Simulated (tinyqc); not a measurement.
Worked calculation: atomic layer deposition: Langmuir saturation, growth per cycle and coating of deep features. Computed by tinyqc, a small Python program that keeps every step. Command: `OMP_NUM_THREADS=1 python tinyqc.py 3022046 3022047 out.jsonl ald walk`. One thread of a shared host (Intel(R) Xeon(R) Processor @ 2.30GHz), about 0.03 s of CPU time with the checks. Intermediate numbers are printed to about 5 digits and carried at full precision; extremes and crossings named in words are read from the listed rows.

Precursor A sticks only on free sites, so a long enough pulse saturates; co-reactant B then frees the sites again.

Inputs (values chosen for the exercise, modelled on silicon dioxide from an aminosilane and ozone):
```
quantity,value,unit
precursor mass M,174,u
site density q,2.6,1/nm^2
growth per cycle at saturation G,1.1,angstrom
sticking probability beta on free sites,0.006,-
precursor pressure p,1.6,Pa
temperature T,225,C
pulse time t,0.013,s
co-reactant completion per pulse c_B,0.999,-
desorption energy E_d,1.52,eV
purge time t_p,5.7,s
aspect ratio a,140,-
```

Feature: long trench.

Constants: u = 1.6605390666e-27 kg; k_B = 1.380649e-23 J/K; k_B = 8.617333262e-05 eV/K.

## Flux and saturation time

Wall flux F = p/sqrt(2 pi M k_B T); rate of filling k_a = beta F/q; desorption k_d = 1e13 exp(-E_d/(k_B T)) per second. 1/m^2 = 1e-18/nm^2. Temperatures in kelvin are T(C) + 273.15.

flux F = 14319 1/(nm^2 s)

k_a = 33.044 1/s

k_d = 0.0041896 1/s

time to 99 % without desorption, ln(100)/k_a = 0.13937 s

## The first four cycles

One cycle from coverage th0: pulse A gives th1 = th_s + (th0 - th_s) exp(-(k_a + k_d) t), th_s = k_a/(k_a + k_d); the purge leaves th2 = th1 exp(-k_d t_p); pulse B converts c_B th2 into film and leaves th3 = (1 - c_B) th2. Growth = G c_B th2. Start from th0 = 0.

Cycles:
```
cycle,th0,th1,th2,th3,growth (angstrom)
1,0,0.34920,0.34096,3.4096e-04,0.37468
2,3.4096e-04,0.34942,0.34118,3.4118e-04,0.37492
3,3.4118e-04,0.34942,0.34118,3.4118e-04,0.37492
4,3.4118e-04,0.34942,0.34118,3.4118e-04,0.37492
```

## Steady growth per cycle

The periodic state has th0 = th3: th0 = (1 - c_B) e_p th_s (1 - e_a)/(1 - (1 - c_B) e_p e_a), with e_a = exp(-(k_a + k_d) t), e_p = exp(-k_d t_p). Share of impinging molecules used = q (th1 - th0)/(F t).

coverage after pulse A = 0.34942

growth per cycle = 0.37492 angstrom

share of impinging molecules used = 0.0048758

The pulse is 0.43 filling times long: not fully saturated, so thickness still depends somewhat on the local dose. Desorption in the purge removes 2.4 % of the layer: the temperature window closes from above.

## Exposure for a deep feature

Diffusion-limited filling (Gordon) of a long trench of width w, hydraulic diameter 2w, so that a is replaced by a/2 in the hole formula: t = (q/F)(1 + 19a/8 + 3a^2/8). Reaction-limited filling needs ln(100)/k_a at any depth, k_a = beta F/q. Flow is molecular. The front picture holds when the modulus (a/2) sqrt(beta) is well above 1. Depth reached by the given pulse: solve the same formula for a. Exposure = p x diffusion-limited time; 1 langmuir = 1.33322e-4 Pa s.

diffusion-limited time = 1.3952 s

exposure = 16743 langmuir

modulus = 5.4222

aspect ratio reached by the front in time t = 10.915

Diffusion needs 1.40 s and reaction 0.139 s: transport limits, and the feature fills from the mouth down. Caution: for a long trench the a/2 rule ignores the ln(a)/a transmission of a slit, so times at large a are too long. Caution: the pulse is shorter than ln(100)/k_a, so even the open surface is not saturated and the depth reached has no meaning. Caution: the depth reached is formal here: it is under 4/sqrt(beta), so no sharp front has formed.

## Coverage along the feature as the dose grows

Continuum model with steady gas transport: d2n/dz2 = 3 beta (1 - th) n/d_h^2 (d_h the hydraulic diameter, n = 1 at the mouth, no flux at the floor, 60 cells), d th/dt = beta F n (1 - th)/q; no desorption. Times are multiples of the larger of the Gordon time and ln(100)/k_a.

Coverage:
```
multiple,t (s),top cell,quarter depth,half depth,three quarters,floor cell
0.05,0.0698,0.886,0.264,0.030,0.003,0.001
0.10,0.1395,0.988,0.556,0.084,0.009,0.002
0.20,0.2790,1.000,0.912,0.282,0.033,0.006
0.40,0.5581,1.000,0.999,0.813,0.188,0.040
0.60,0.8371,1.000,1.000,0.988,0.538,0.156
0.80,1.1161,1.000,1.000,1.000,0.879,0.453
1.00,1.3952,1.000,1.000,1.000,0.995,0.935
1.30,1.8137,1.000,1.000,1.000,1.000,1.000
```

At a multiple of 0.2 the coverage is 1.00 at the top and 0.01 at the floor. The coverage falls gradually with depth, without a sharp front. In the last row the floor reaches 1.000.

Checks made by the program: periodic state against 400 explicit cycles (relative difference below 1e-10).
